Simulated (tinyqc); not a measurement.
Inputs raised by 5 %, one at a time: mobility of a non-polar semiconductor in the relaxation-time approximation. Computed by tinyqc, a small Python program. Command: `OMP_NUM_THREADS=1 python tinyqc.py 3027660 3027661 out.jsonl rta sens`. One thread of a shared host (Intel(R) Xeon(R) Processor @ 2.30GHz), about 0.02 s of CPU time with the checks.

Each valley is treated as a sphere of mass m_d for states and rates, with one isotropic relaxation time; the conductivity mass m_c sets the current.

Inputs (values chosen for the exercise, for a model non-polar semiconductor):
```
quantity                                            value       unit
longitudinal mass m_l                                0.78        m_0
transverse mass m_t                                  0.22        m_0
equivalent valleys Z                                    6          -
non-parabolicity alpha                               0.57       1/eV
static permittivity eps_s                            13.7          -
density rho                                          2390     kg/m^3
sound velocity v_l                                   6850        m/s
acoustic deformation potential D_A                    7.6         eV
phonon energy hbar w                                 33.3        meV
optical or intervalley deformation potential D_o      8.4  1e8 eV/cm
final valleys Z_f                                       5          -
carrier density n                                 4.2e+15     1/cm^3
compensation ratio C                                    0          -
temperature T                                         300          K
```

Band: Kane. Impurity formula: Conwell-Weisskopf. Further scattering: none.

Constants: k_B = 8.617333262e-05 eV/K; m_0 = 9.1093837015e-31 kg; e = 1.602176634e-19 C; hbar = 1.054571817e-34 J s; eps_0 = 8.8541878128e-12 F/m; k_B = 1.380649e-23 J/K; hbar = 6.582119569e-16 eV s.

Method:
- m_d = (m_l m_t^2)^(1/3); 1/m_c = (1/m_l + 2/m_t)/3; Hall mass factor A = 3 K_m (K_m + 2)/(2 K_m + 1)^2, K_m = m_l/m_t; N_I = n (1 + C)/(1 - C).
- Kane band: hbar^2 k^2/(2 m) = E (1 + alpha E), speed v = hbar k/(m (1 + 2 alpha E)), states per spin, volume and energy g(E) = m k (1 + 2 alpha E)/(2 pi^2 hbar^2); overlap factors are set to 1. Here m = m_d. Masses are multiplied by m_0 and all formulas are in SI units.
- The reduced Fermi level eta = E_F/(k_B T) solves n = 2 Z int g f dE with f = 1/(1 + exp(x - eta)) (Z = 1 unless valleys are given); screening length L_s = sqrt(eps_s eps_0 k_B T/(e^2 dn/deta)), dn/deta = 2 Z int g f (1 - f) dE.
- Integrals over x = E/(k_B T) use 160 Gauss-Legendre points in u = sqrt(x) from 0 to sqrt(max(eta, 0) + 32).
- Phonon occupation N_q = 1/(exp(hbar w/(k_B T)) - 1).
- Acoustic deformation potential (elastic, equipartition, absorption and emission together): 1/tau = 2 pi k_B T D_A^2 g(E)/(hbar rho v_l^2).
- Optical or intervalley deformation potential: 1/tau = (pi Z_f D_o^2/(rho w)) [N_q g(E + hbar w) + (N_q + 1) g(E - hbar w)], with g = 0 below the band edge.
- Each optical term is multiplied by (1 - f(E'))/(1 - f(E)), E' the final energy, for Pauli blocking.
- Singly charged impurities, momentum relaxation: 1/tau = N_I e^4 m (1 + 2 alpha E) Phi/(8 pi (eps_s eps_0)^2 hbar^3 k^3), with alpha = 0 for a parabolic band.
- Conwell-Weisskopf: Phi = ln(1 + y^2), y = 4 pi eps_s eps_0 E N_I^(-1/3)/e^2 (largest impact parameter N_I^(-1/3)/2).
- mu = (m_d/m_c) (2 Z e/(3 n k_B T)) int g v^2 tau f (1 - f) dE.
- Averages over x are split at the emission threshold x_0 = hbar w/(k_B T): 64 Gauss-Legendre points in sqrt(x) below it and 128 in sqrt(x - x_0) above it, up to x = max(eta, 0) + 32.
- Rates are added at each energy before the average. With <y> = int g v^2 y f (1 - f) dE: Hall factor r_H = A (3 n k_B T/(2 Z m_d)) <tau^2/(1 + 2 alpha E)>/<tau>^2 (alpha = 0 for a parabolic band); Hall mobility r_H mu; |S| = (k_B/e) (<x tau>/<tau> - eta); resistivity 1/(n e mu).

Runs; columns: (1) input moved; (2) from; (3) to; (4) drift mobility mu (cm^2/(V s)); (5) Hall factor r_H; (6) acoustic mobility (cm^2/(V s)); (7) ionised impurity mobility (cm^2/(V s)):
```
(1)                                                               (2)       (3)     (4)     (5)     (6)         (7)
base run                                                            -         -  227.77  1.4094  1840.7  1.7721e+05
longitudinal mass m_l (m_0)                                      0.78     0.819  221.03  1.4021  1785.8  1.7761e+05
transverse mass m_t (m_0)                                        0.22     0.231  207.98  1.4181  1679.9  1.7260e+05
static permittivity eps_s                                        13.7    14.385  227.90  1.4102  1840.7  1.9290e+05
sound velocity v_l (m/s)                                         6850    7192.5  230.70  1.4140  2029.4  1.7721e+05
phonon energy hbar w (meV)                                       33.3    34.965  255.48  1.4036  1840.7  1.7721e+05
optical or intervalley deformation potential D_o (1e8 eV/cm)      8.4      8.82  209.42  1.4152  1840.7  1.7721e+05
carrier density n (1/cm^3)                                    4.2e+15  4.41e+15  227.69  1.4089  1840.7  1.6950e+05
```

Exponents ln(y'/y) / ln(x'/x):
```
input                                             drift mobility mu  Hall factor r_H  acoustic mobility  ionised impurity mobility
longitudinal mass m_l                                        -0.615           -0.107             -0.621                      0.046
transverse mass m_t                                          -1.863            0.125             -1.874                     -0.540
static permittivity eps_s                                     0.012            0.012              0.000                      1.738
sound velocity v_l                                            0.262            0.067              2.000                      0.000
phonon energy hbar w                                          2.353           -0.085              0.000                      0.000
optical or intervalley deformation potential D_o             -1.721            0.084              0.000                      0.000
carrier density n                                            -0.007           -0.007              0.000                     -0.912
```

Which inputs matter most for each result?

Among the inputs moved here: drift mobility mu answers most in size to phonon energy hbar w (exponent +2.353), next to transverse mass m_t (-1.863). Hall factor r_H answers most in size to transverse mass m_t (exponent +0.125), next to longitudinal mass m_l (-0.107). Acoustic mobility answers most in size to sound velocity v_l (exponent +2.000), next to transverse mass m_t (-1.874); its exponent is below 0.0005 for static permittivity eps_s, phonon energy hbar w, optical or intervalley deformation potential D_o, carrier density n. Its exponent +2.000 in sound velocity v_l: the rate goes as 1/(rho v_l^2). Its exponent 0.000 in carrier density n: phonon-limited mobility of a classical gas does not depend on n. Ionised impurity mobility answers most in size to static permittivity eps_s (exponent +1.738), next to carrier density n (-0.912); its exponent is below 0.0005 for sound velocity v_l, phonon energy hbar w, optical or intervalley deformation potential D_o.
